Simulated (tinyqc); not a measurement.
From results back to parameters: smearing for a one-band metal on the square lattice. Two cases, with inputs chosen for the exercise.

Problem. With Gaussian smearing, f = erfc(x)/2, s = exp(-x^2)/(2 sqrt(pi)), x = (E_k - mu)/sigma and free energy F = E - sigma S, small widths give F(sigma) = E0 - D sigma^2/4, where D is the density of states at the Fermi level (both spins, per cell). F at two widths was computed from hidden E0 and D.

Case 1.

Values chosen: s1 = 0.114 eV; s2 = 0.228 eV.
F(s1) = -1.4527638 eV
F(s2) = -1.4646551 eV

Case 2.

Values chosen: s1 = 0.141 eV; s2 = 0.282 eV.
F(s1) = -2.3889412 eV
F(s2) = -2.4058649 eV

Find: D; E0.

Solution. D = 4 (F(s1) - F(s2))/(s2^2 - s1^2); E0 = F(s1) + D s1^2/4.

Case 1.

D = 1.220 1/eV
E0 = -1.4488 eV

Case 2.

D = 1.135 1/eV
E0 = -2.3833 eV

Computed by tinyqc, one run a case: `OMP_NUM_THREADS=1 python tinyqc.py N N+1 out.jsonl` with N = 1652506, 1680371; one thread of a shared Intel(R) Xeon(R) Processor @ 2.30GHz, about 0.07 s a run at most.
